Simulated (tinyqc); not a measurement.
Polarisation charge from two barrier thicknesses.

Inverse problem. Voff = phiB - dEc - q sigma d/(eps0 eb). Find sigma, phiB - dEc and the thickness at which Voff = 0.

Constants: q = 1.602176634e-19 C, eps0 = 8.8541878128e-14 F/cm where lengths are in cm. Results are converted to the units shown.

Voff at d = 13 and 28 nm (V): [-4.0602858, -9.5656156]
eb = 9.2768000

Answer. Voff is a straight line in d: its slope is -q sigma/(eps0 eb) and its intercept phiB - dEc.

sigma = 1.882e13 cm^-2
phiB - dEc = 0.7110 V
thickness for Voff = 0 = 1.937 nm

tinyqc, about 0.02 s, one thread, Intel Xeon 2.30GHz (shared host): `OMP_NUM_THREADS=1 python tinyqc.py 2180136 2180137 out.jsonl`
